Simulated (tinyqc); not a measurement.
Read current of a NAND string, cells in series solved by shooting: read current against the number of cells.

Cells in series, numbered from 0 at the source line (0 V) to the bit line, each followed by a gap resistance Rg. A cell with gate Vg, threshold VT, source Vs and drain Vd passes I = 2 nf K Vt^2 [F(Vs) - F(Vd)]/(1 + th max(Vg - VT, 0)), F(V) = ln^2(1 + exp((Vg - VT - nf V)/(2 nf Vt))). The selected cell has Vg = Vr, the others Vg = Vp.

For a trial current I start at 0 V and, cell by cell, solve for the drain: sqrt(F(Vd)) = sqrt(F(Vs) - I/k), k = 2 nf K Vt^2/(1 + th max(Vg - VT, 0)), Vd = [Vg - VT - 2 nf Vt ln(exp(sqrt F) - 1)]/nf, then add I Rg. The string current is the I for which the last node reaches Vbl. The apparent threshold is the Vr at which I = Is. Background: all other cells erased (VT = Ve) or all in the highest state (VT = Vh); ratio and shift are high over erased and high minus erased. The selected cell is in the middle, cell n/2.

Parameters, values chosen for the exercise; values of the order met in vertical NAND strings:
- T = 300 K (temperature)
- K = 10 uA/V^2 (gain factor of a cell)
- nf = 2.2 (slope factor)
- th = 0.18 1/V (mobility reduction factor)
- Rg = 1 kohm (resistance of the gap between cells)
- Vbl = 0.7 V (bit-line voltage)
- Vp = 6.3 V (pass voltage)
- Ve = -0.9 V (threshold of an erased cell)
- Vh = 4.3 V (threshold of the highest state)
- Vx = 1.6 V (threshold of the selected cell)
- Is = 10 nA (sensing current)
- Vr = 2.84 V (read voltage on the selected word line)

Constants: q = 1.602176634e-19 C, kB = 1.380649e-23 J/K, Vt = kB T/q. Results are converted to the units shown.

Result of one run:
```
I, others erased (uA)  I, others high (uA)   ratio  apparent VT, erased (V)  apparent VT, high (V)  background shift (mV)
0.2734                             0.09652  0.3530                    1.597                  1.623                  26.29
```

Which number of cells n gave this result: 16, 32, 64, 96 or 192?

n = 64.

The whole series:
columns A: n; B: I, others erased (uA); C: I, others high (uA); D: ratio; E: apparent VT, erased (V); F: apparent VT, high (V); G: background shift (mV)
```
A          B        C       D      E      F      G
8      1.317   0.6946  0.5276  1.576  1.580  3.186
16    0.8619   0.3697  0.4290  1.579  1.586  6.390
32    0.5034   0.1903  0.3781  1.585  1.598  12.85
64    0.2734  0.09652  0.3530  1.597  1.623  26.29
96    0.1875  0.06465  0.3448  1.608  1.648  39.95
128   0.1426  0.04860  0.3407  1.620  1.674  53.87
192  0.09647  0.03247  0.3366  1.644  1.726  82.69
```

With erased neighbours the current falls from 1.32 to 0.0965 uA, as n^(-0.61) between the first two rows and n^(-0.96) between the last two (-1 once the series resistance rules). The ratio falls from 0.528 to 0.337 and the background shift rises from 3.19 to 82.7 mV.

Program tinyqc, `OMP_NUM_THREADS=1 python tinyqc.py 2142105 2142106 out.jsonl`; Intel Xeon 2.30GHz, shared host, one thread, about 1 s.
